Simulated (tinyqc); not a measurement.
Joule-heated wire on a substrate, fin equation: one step of the calculation.

A wire of length L loses heat along itself to two contacts and sideways to the substrate: kap A theta'' - g theta + p = 0 with theta = T - T0 and p = p0. The ends are held at T0. Constant conductivity, diffusive heat flow.

Problem. The tridiagonal system. Nodes x_i = i h, h = L/8; box widths w_i = h (h/2 at the ends); c = kap A/h; equation of node i: -c theta_(i-1) + d_i theta_i - c theta_(i+1) = b_i with d_i = 2 c + g w_i, b_i = p(x_i) w_i; theta = 0 at the end nodes.

Inputs (values chosen for the exercise):
- kap = 31 W/(m K) (conductivity along the wire)
- A = 590 nm^2 (cross-section)
- g = 0.27 W/(m K) (conductance per length to the substrate)
- L = 2000 nm (length between the contacts)
- Rc = 0 K/uW (thermal resistance of each contact)
- p0 = 0.011 uW/nm (heating per length)

Find: c; d; b.

Solution.

c = 0.07316 uW/K

```
node	d (uW/K)	b (uW)
1	0.2138	2.750
2	0.2138	2.750
3	0.2138	2.750
4	0.2138	2.750
5	0.2138	2.750
6	0.2138	2.750
7	0.2138	2.750
```

tinyqc, about 0.01 s, one thread, Intel Xeon 2.30GHz (shared host): `OMP_NUM_THREADS=1 python tinyqc.py 2520006 2520007 out.jsonl`
